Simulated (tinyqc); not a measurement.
## MOS structure on a p-type body, non-linear Poisson equation by Newton steps: starts and damping rules compared

One dimension, insulator interface at x = 0, acceptor density Na, uniform, net doping C = -(acceptor density). psi is counted from the intrinsic level: n = ni exp((psi - Vb)/Vt), p = ni exp(-psi/Vt); deep in the body psi_b = -Vt ln(Na/ni). The gate acts through Cox = eps0 eox/tox and has the potential psi_G = Vg - (phiM - chi - Vt ln(Nc/ni)). Boltzmann statistics, full ionisation, classical densities, no oxide or interface charge. Acceptors in real wide-gap material are deep and only partly ionised in the neutral body.

a_i = eps0 eps_r/h_i for the interval from node i to i + 1, with h_i = x_(i+1) - x_i in cm.

n_i = ni exp((psi_i - Vb)/Vt), p_i = ni exp(-psi_i/Vt), rho_i = p_i - n_i + C_i, g_i = (n_i + p_i)/Vt. Box widths w_i = (h_(i-1) + h_i)/2 in cm. Residual F_i = a_i (psi_(i+1) - psi_i) - a_(i-1) (psi_i - psi_(i-1)) + q rho_i w_i; Jacobian: a_(i-1) and a_i beside the diagonal, b_i = -a_(i-1) - a_i - q g_i w_i on it. Node 0 is free: w_0 = h_0/2, F_0 = a_0 (psi_1 - psi_0) + Cox (psi_G - psi_0) + q rho_0 w_0, b_0 = -a_0 - Cox - q g_0 w_0, with Cox = eps0 eox/tox, psi_G = Vg - (phiM - chi - Vt ln(Nc/ni)). The last node is fixed.

Iterations until the largest undamped |d| is below 1e-9 V (the last, tiny step is counted), with a cap of 100; "overflow" would mean that an exponential left the range of double precision. Starts:
- neutral: -Vt ln(-C_i/ni) on every node but the last, which holds psi_b.
- parabola: psi_b + U (1 - x/W)^2 for x < W and psi_b beyond, with U = Vb - 2 psi_b and W = sqrt(2 eps0 eps_r U/(q Na)).
- linear: A straight line in x from psi_G at node 0 to psi_b at the last node.

Rules for the step d, which solves the tridiagonal system a_(i-1) d_(i-1) + b_i d_i + a_i d_(i+1) = -F_i:
- full Newton steps: the full step is added.
- logarithmic damping: each component d is damped to sign(d) Vt ln(1 + |d|/Vt) before it is added.
- steps capped at 4 Vt: if the largest |d| exceeds 4 Vt, the whole step is scaled down so that it equals 4 Vt.
- halved steps: half of the step is added while the largest |d| exceeds 1.5 Vt, the full step after that.

Inputs (values chosen for the exercise); band and dielectric values close to those of 4H silicon carbide:
```
symbol,value,unit,meaning
T,350,K,temperature
Eg,3.29,eV,band gap
eps_r,9.61,,relative permittivity
Nc,2.17e19,cm^-3,conduction-band density of states at T
Nv,3.19e19,cm^-3,valence-band density of states at T
chi,3.66,eV,electron affinity
Na,8.2e15,cm^-3,acceptor density deep in the body
eox,7.71,,relative permittivity of the gate insulator (close to silicon nitride)
tox,7.9,nm,insulator thickness
phiM,3.81,eV,gate work function
Vb,0,V,electron quasi-Fermi potential against the body
Vg,-0.38,V,gate voltage against the body
```

Constants: q = 1.602176634e-19 C, kB = 1.380649e-23 J/K, Vt = kB T/q, eps0 = 8.8541878128e-14 F/cm where lengths are in cm. Results are converted to the units shown.

| node | x (nm) | net doping C (cm^-3) |
|---|---|---|
| 0 | 0 | -8.2e15 |
| 1 | 0.3 | -8.2e15 |
| 2 | 0.948 | -8.2e15 |
| 3 | 2.35 | -8.2e15 |
| 4 | 5.37 | -8.2e15 |
| 5 | 11.9 | -8.2e15 |
| 6 | 26 | -8.2e15 |
| 7 | 56.5 | -8.2e15 |
| 8 | 122 | -8.2e15 |
| 9 | 265 | -8.2e15 |
| 10 | 572 | -8.2e15 |
| 11 | 1240 | -8.2e15 |

ni = 5.40963e-5 cm^-3

Iterations needed:

|  | full Newton steps | logarithmic damping | steps capped at 4 Vt | halved steps |
|---|---|---|---|---|
| neutral | 7 | 30 | 23 | 11 |
| parabola | 4 | 12 | 6 | 7 |
| linear | 61 | 18 | 17 | 13 |

What does the comparison show?

The fewest iterations, 4, are needed by full Newton steps from the parabola start. Every pairing converges. Lowest count for the worst start: halved steps, at most 13 iterations.

Computed by the program tinyqc: `OMP_NUM_THREADS=1 python tinyqc.py 2080042 2080043 out.jsonl`, one thread of a shared Intel Xeon 2.30GHz, about 0.5 s for the whole run.
